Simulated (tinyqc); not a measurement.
Speciation in dilute and buffered hydrofluoric acid, oxide etch rate and bath loading: one step, computed by the program tinyqc.

Concentrations stand for activities, NH4+ and Cl- are spectators, and water ionisation is neglected. H, F and HF2 denote the ions H+, F- and HF2-. The base temperature is 298 K.

Question. Etch rate. Rate = k_a ([HF] + 2 [H2F2]) + k_b [HF2], an empirical two-term form. Time = oxide/rate; a temperature error changes the rate by exp((E_a/k_B)(1/298 - 1/(298 + error))) - 1.

Inputs (values chosen for the exercise, of the order of those for thermal oxide at room temperature):
```
quantity                         value            unit
NH4F added                           0           mol/L
HCl added                         0.67           mol/L
rate constant of neutral HF k_a     15  nm L/(min mol)
rate constant of HF2 k_b            50  nm L/(min mol)
activation energy                 0.43              eV
temperature error                 0.84               K
oxide removed per wafer            4.9              nm
```

[HF] = 0.02589295 mol/L

[H2F2] = 0.002038153 mol/L

[HF2] = 2.713388e-06 mol/L

Constants: k_B = 8.617333262e-05 eV/K.

Give: etch rate; share of HF2 in the rate; etch time; rate change from the temperature error.

Answer.

etch rate = 0.44967 nm/min

share of HF2 in the rate = 0.030171 %

etch time = 653.81 s

rate change from the temperature error = 4.8193 %

Caution: at ionic strengths above about 0.5 mol/L activities differ much from concentrations, so pH and rates are only indicative.
